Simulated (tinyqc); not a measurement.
# Current crowding under a contact, resistor ladder against the transmission-line model, step by step

Computed by the program tinyqc: `OMP_NUM_THREADS=1 python tinyqc.py 2760060 2760061 out.jsonl`, one thread of a shared Intel Xeon 2.30GHz, about 0.01 s for the whole run. Printed values are rounded.

A metal contact of length d and width W on a thin layer of the same width. The metal has no resistance, the sheet resistance under it equals Rsh, and current enters the layer at the front edge x = 0.

Inputs (values chosen for the exercise): sheet resistance of the semiconductor layer Rsh = 2800 ohm/sq; specific contact resistivity rc = 3.2e-5 ohm cm^2; contact length d = 2.1 um; contact width W = 110 um; cells n = 6; current I = 0.5 mA.

## Conductances of the ladder

Cut the contact into n cells of length hc = d/n. Neighbouring cell centres are joined by a = W/(Rsh hc), each centre joins the metal (0 V) by g = W hc/rc, and I enters cell 1 through half a cell: -a v_(i-1) + b_i v_i - a v_(i+1) = I for i = 1 and 0 otherwise, b_i = g + 2 a (g + a at both ends). Rc = v_1/I + 1/(2 a).

a = 0.112245 S
g = 0.0120313 S
b_i, cell 1 to 6 (S): 0.124276  0.236521  0.236521  0.236521  0.236521  0.124276

## Voltages and the share of the current

Cut the contact into n cells of length hc = d/n. Neighbouring cell centres are joined by a = W/(Rsh hc), each centre joins the metal (0 V) by g = W hc/rc, and I enters cell 1 through half a cell: -a v_(i-1) + b_i v_i - a v_(i+1) = I for i = 1 and 0 otherwise, b_i = g + 2 a (g + a at both ends). Rc = v_1/I + 1/(2 a). Cell i passes g v_i to the metal.

```
cell	v_i (mV)	share of the current (%)
1	12.1229	29.1708
2	8.9678	21.5788
3	6.7739	16.2998
4	5.3062	12.7679
5	4.4071	10.6046
6	3.9805	9.5780
```

Rc of the ladder = 28.7004 ohm

The first cell passes 29.2 % of the current and the last 9.58 %; an even spread would give 16.7 % each.

## The transmission-line result

Transfer length Lt = sqrt(rc/Rsh); front resistance Rc = (Rsh Lt/W) coth(d/Lt); end resistance Re = (Rsh Lt/W)/sinh(d/Lt). v(x) = I (Rsh Lt/W) cosh((d - x)/Lt)/sinh(d/Lt) at the cell centres x = (i - 1/2) d/n.

Lt = 1.06904 um
Rc = 28.3040 ohm
Re = 7.78580 ohm
v(x), cell 1 to 6 (mV): 12.1048  8.9394  6.7409  5.2713  4.3718  3.9452

The ladder's Rc is 1.4 % above this value, with cells 0.33 Lt long.
